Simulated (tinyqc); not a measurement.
# Worked calculation: trench capacitor in an array: capacitance, non-linearity, leakage and relaxation

Numbers from tinyqc (`OMP_NUM_THREADS=1 python tinyqc.py 2102157 2102158 out.jsonl`; about 0.01 s on one thread of a shared Intel Xeon 2.30GHz). Printed values are rounded.

A film between two metal electrodes, each interface adding a series capacitance ci. The small-signal permittivity is ek (1 + aq E^2); the field is found with the linear permittivity. Leakage J = J0 sinh(E/Ef). After a voltage step the film passes a relaxation current kr C V tt^(-nr), tt being the time in seconds. The sidewall is a coaxial capacitor with radii a = dm/2 - t and b = dm/2, depth AR dm; the end face is left out.

Inputs (values chosen for the exercise); permittivity of the order of that of zirconium oxide:
- ek = 38 (relative permittivity of the film)
- t = 8.1 nm (film thickness)
- ci = 1000 uF/cm^2 (capacitance of each electrode interface (dead layer and screening))
- aq = 0.0077 cm^2/MV^2 (quadratic field coefficient of the permittivity)
- V = 1.5 V (bias)
- J0 = 9e-11 A/cm^2 (leakage prefactor)
- Ef = 0.19 MV/cm (field for an e-fold rise of the leakage)
- dm = 90 nm (diameter of the hole)
- AR = 50 (aspect ratio, depth over diameter)
- pt = 180 nm (pitch of the square array)
- rho = 370 uohm cm (resistivity of the inner electrode)

Constants: eps0 = 8.8541878128e-14 F/cm where lengths are in cm. Results are converted to the units shown.

## Planar capacitance, field and non-linearity

Planar film: Cf = eps0 ek/t, 1/C = 1/Cf + 2/ci, EOT = 3.9 eps0/C, effective permittivity C t/eps0, E = (V/t) C/Cf; quadratic coefficient [C(V)/C - 1]/V^2 with Cf (1 + aq E^2) in C(V).

Cf = 4.15382 uF/cm^2
C = 4.11959 uF/cm^2
EOT = 0.838222 nm
effective permittivity = 37.6869
E = 1.83659 MV/cm
quadratic coefficient = 11445.9 ppm/V^2
J = 7.09948e-7 A/cm^2

The interfaces take 0.824 % of the voltage.

## Cell capacitance, fields and time constant

Per length 1/c = ln(b/a)/(2 pi eps0 ek) + (1/a + 1/b)/(2 pi ci); cell capacitance c AR dm; per footprint over pt^2; fields c V/(2 pi eps0 ek r) at r = a and b; resistance of the inner electrode rho AR dm/(pi a^2); time constant R C/3 of the distributed line.

a = 36.9 nm
b = 45 nm
cell capacitance = 47.5395 fF
capacitance per footprint = 146.727 uF/cm^2
field at a = 2.03140 MV/cm
field at b = 1.66575 MV/cm
R = 3.89235 kohm
R C/3 = 61.6801 ps

The array gives 35.6 times the planar capacitance per footprint; curvature makes the field at the inner electrode 1.11 times the planar value.
